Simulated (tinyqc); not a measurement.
# FinFET, parasitic resistance, capacitance and delay: what changes with what

Nf fins under one contact; each has gated perimeter p = 2 Hf + Wf and cross-section A = Hf Wf; contact width Wc = Nf pf, stack height Hs = Hf. Contact length Lc = CPP - Lg - 2 Lsp, shared by two neighbouring gates. Source and drain sides are equal. The formulas are first-order estimates, not field solutions.

Parameters, values chosen for the exercise; values close to those of silicon logic devices:
```
symbol,value,unit,meaning
T,300,K,temperature
Nf,3,,number of fins
Hf,42,nm,fin height
Wf,6,nm,fin width
pf,30,nm,fin pitch
CPP,48,nm,contacted gate pitch
Lg,12,nm,gate length
Lsp,6,nm,spacer length
ks,4.5,,relative permittivity of the spacer
Hc,15,nm,gate height above the channel stack
rc,5.6e-10,ohm cm^2,contact resistivity
re,0.00027,ohm cm,resistivity of the source-drain epitaxy
te,30,nm,current-carrying depth of the epitaxy
rx,0.00071,ohm cm,resistivity of the extension
Lov,0.5,nm,gate overlap
Cinv,3.2,uF/cm^2,inversion capacitance
vx,1.3e7,cm/s,injection velocity
mu,150,cm^2/(V s),apparent mobility
VT,0.2,V,threshold at zero drain voltage
dl,0.028,V/V,barrier lowering
n,1.25,,subthreshold factor
Cw,0.06,fF,wire load
Vdd,0.8,V,supply voltage
```

Constants: q = 1.602176634e-19 C, kB = 1.380649e-23 J/K, eps0 = 8.8541878128e-12 F/m, Vt = kB T/q. Results are converted to the units shown.

Each table varies one quantity; the others keep the values above.

## Effect of the fin height

Epitaxy sheet resistance Rsh = re/te, transfer length LT = sqrt(rc/Rsh), contact Rc = [sqrt(rc Rsh)/Wc] coth(Lc/(2 LT)); extension of one fin Rx = rx Lsp/A. With N fins: gate Cg = Cinv p N Lg; per side, plate Cp = ks eps0 [Wc (Hs + Hc) - N A]/Lsp, top fringe Cf = (2/pi) ks eps0 Wc ln(1 + Lg/(2 Lsp)), overlap Co = Cinv p N Lov. One fin: I = p Q vx u/(1 + |u|^1.8)^(1/1.8), Q = Cinv n Vt ln(1 + exp((Vg' - VT + dl Vd')/(n Vt))), u = Vd' mu/(vx Lg), Vg' = Vgs - v, Vd' = Vds - 2 v, with the drop on each side v = Rc (sum of I) + Rx I. Ieff = [I(Vgs = Vdd, Vds = Vdd/2) + I(Vdd/2, Vdd)]/2, total currents. With Cs = Cp + Cf + Co, the load of an inverter of two such devices driving an equal one is CL = 2 (Cg + 2 Cs) + 4 Cs + Cw (own drains counted twice for the Miller effect); delay CL Vdd/(2 Ieff).

The same in every row: Rc (ohm) = 55.79.

Result of one run:

| Hf (nm) | Rx/N (ohm) | Ieff (uA) | CL (aF) | delay (ps) |
|---|---|---|---|---|
| 30 | 78.89 | 290.1 | 436.5 | 0.6020 |

What becomes of these results when the fin height Hf is changed from 30 to 80 nm, all else the same?

Result of the changed run:

| Hf (nm) | Rx/N (ohm) | Ieff (uA) | CL (aF) | delay (ps) |
|---|---|---|---|---|
| 80 | 29.58 | 675.2 | 896.6 | 0.5312 |

The whole series:

| Hf (nm) | Rx/N (ohm) | Ieff (uA) | CL (aF) | delay (ps) |
|---|---|---|---|---|
| 20 | 118.3 | 204.8 | 344.5 | 0.6730 |
| 30 | 78.89 | 290.1 | 436.5 | 0.6020 |
| 40 | 59.17 | 372.5 | 528.5 | 0.5676 |
| 50 | 47.33 | 452.2 | 620.6 | 0.5490 |
| 60 | 39.44 | 529.1 | 712.6 | 0.5387 |
| 70 | 33.81 | 603.5 | 804.6 | 0.5333 |
| 80 | 29.58 | 675.2 | 896.6 | 0.5312 |
| 90 | 26.30 | 744.4 | 988.6 | 0.5312 |

As Hf goes from 20 to 90 nm, Ieff rises from 205 to 744 uA, CL rises from 345 to 989 aF and the delay falls from 0.673 to 0.531 ps. From the first row to the last Ieff grows by a factor of 3.64 and CL by 2.87; the first step changes the delay by -11 %, the last by 0.013 %.

## Effect of the wire load

Same model as above.

The same in every row: Rc (ohm) = 55.79; Rx/N (ohm) = 56.35; Ieff (uA) = 388.6.

Effect of the wire load:

| Cw (fF) | CL (aF) | delay (ps) |
|---|---|---|
| 0.02 | 506.9 | 0.5218 |
| 0.043 | 529.9 | 0.5454 |
| 0.093 | 579.9 | 0.5969 |
| 0.2 | 686.9 | 0.7070 |
| 0.43 | 916.9 | 0.9437 |
| 0.93 | 1417 | 1.458 |
| 2 | 2487 | 2.560 |

What does the table show?

As Cw goes from 0.02 to 2 fF, Ieff stays at 389 uA, CL rises from 507 to 2490 aF and the delay rises from 0.522 to 2.56 ps.

## Effect of the supply voltage

Same model as above.

The same in every row: Rc (ohm) = 55.79; Rx/N (ohm) = 56.35; CL (aF) = 546.9.

Effect of the supply voltage:

| Vdd (V) | Ieff (uA) | delay (ps) |
|---|---|---|
| 0.45 | 130.9 | 0.9399 |
| 0.55 | 201.0 | 0.7483 |
| 0.65 | 275.0 | 0.6463 |
| 0.75 | 350.6 | 0.5850 |
| 0.85 | 426.8 | 0.5446 |
| 0.95 | 503.3 | 0.5161 |

As Vdd goes from 0.45 to 0.95 V, Ieff rises from 131 to 503 uA, CL stays at 547 aF and the delay falls from 0.940 to 0.516 ps.

Computed by the program tinyqc: `OMP_NUM_THREADS=1 python tinyqc.py 2170068 2170069 out.jsonl`, one thread of a shared Intel Xeon 2.30GHz, about 0.03 s for the whole run.
